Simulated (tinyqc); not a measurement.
Strength of the heavy-light coupling: shallow acceptor in the spherical four-band model.

The ground state 1S3/2 has an L = 0 part f(r) and an L = 2 part g(r). In units of Ry* and a*, with Gaussians f_i = exp(-a_i r^2), g_i = r^2 exp(-a_i r^2), A = a_i + a_j and I(n) = Gamma((n + 1)/2)/(2 A^((n + 1)/2)): S_ff = I(2), S_gg = I(6), H_ff = (6 a_i a_j/A) I(2) - 2 I(1), H_gg = (14 a_i a_j/A) I(6) - 2 I(5), H_fg = -mu [15 I(2) - 20 a_j I(4) + 4 a_j^2 I(6)]; each function is then normalised. The split-off band is left out.

Converged values use 22 exponents 2.2^i, i = -7 to 14, for f and for g.

Inputs chosen for the exercise (out of a larger set: near those of a shallow acceptor in Si, where the small spin-orbit splitting and strong warping make this model rough; not measured data): mus = (0.18, 0.35, 0.5, 0.59, 0.74, 0.8, 0.9) (couplings).

Ry* = 23.1682 meV

Converged values in Ry* and a*; the heavy-mass hydrogen model gives 1/(1 - mu).

Results:
```
mu,binding (Ry*),1/(1 - mu),ratio,L = 2 weight,<r> (a*),binding (meV)
0.18,1.030,1.220,0.845,0.014,1.463,23.9
0.35,1.125,1.538,0.731,0.053,1.358,26.1
0.50,1.299,2.000,0.649,0.110,1.200,30.1
0.59,1.478,2.439,0.606,0.155,1.072,34.2
0.74,2.078,3.846,0.540,0.252,0.789,48.2
0.80,2.580,5.000,0.516,0.298,0.647,59.8
0.90,4.768,10.000,0.477,0.388,0.363,110.5
```

The binding starts as 1 + O(mu^2), 1.030 at mu = 0.18, since the coupling enters in second order, and reaches 4.77 at mu = 0.90. The ratio to the heavy-mass model falls from 0.84 to 0.48, towards about 0.44 as mu goes to 1: the bound hole is only partly heavy. The L = 2 weight grows to 0.39 and the radius shrinks by a factor 4.0.

(tinyqc, `OMP_NUM_THREADS=1 python tinyqc.py 1250813 1250814 out.jsonl`, Intel(R) Xeon(R) Processor @ 2.30GHz, 1 thread, shared host, about 0.04 s.)
